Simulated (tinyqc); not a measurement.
Inside a calculation. Method: Jacobi rotations on a symmetric matrix. Computed by tinyqc, a small Python program that keeps every step. Settings: method = jacobi. Command: `OMP_NUM_THREADS=1 python tinyqc.py 26479 26480 out.jsonl` (the two numbers bound the seeds that draw the settings). One thread of a shared host (Intel(R) Xeon(R) Processor @ 2.60GHz), about 0.01 s of CPU time with the checks.

## Jacobi rotation 1

A, lower triangle:
```
         1       2       3
1   0.9780
2   0.7980  3.5600
3  -0.1720  0.0310  4.0700
```

Take the largest off-diagonal element A_pq; tan 2 theta = 2 A_pq / (A_qq - A_pp) with |theta| <= pi/4; A' = J^T A J with J_pp = J_qq = cos, J_pq = sin, J_qp = -sin.

p, q, theta (rad): 1.0000  2.0000  0.2768

A', lower triangle:
```
         1        2       3
1   0.7513
2   0.0000   3.7867
3  -0.1739  -0.0172  4.0700
```

## Jacobi rotation 2

As before.

p, q, theta (rad): 1.0000  3.0000  -0.0522

A', lower triangle:
```
         1        2       3
1   0.7422
2  -0.0009   3.7867
3   0.0000  -0.0172  4.0791
```

## Jacobi rotation 3

As before.

p, q, theta (rad): 2.0000  3.0000  -0.0584

A', lower triangle:
```
         1       2       3
1   0.7422
2  -0.0009  3.7857
3   0.0001  0.0000  4.0801
```

## All rotations

The off-diagonal norm falls at every rotation.

Rotations:
```
step  p  q      theta  off-diagonal norm
1     1  2     0.2768           2.47e-01
2     1  3    -0.0522           2.43e-02
3     2  3    -0.0584           1.27e-03
4     1  2  -2.94e-04           7.41e-05
5     1  3   1.57e-05           2.18e-08
6     2  3  -5.24e-08           3.42e-13
```

eigenvalues: 0.7422  3.7857  4.0801
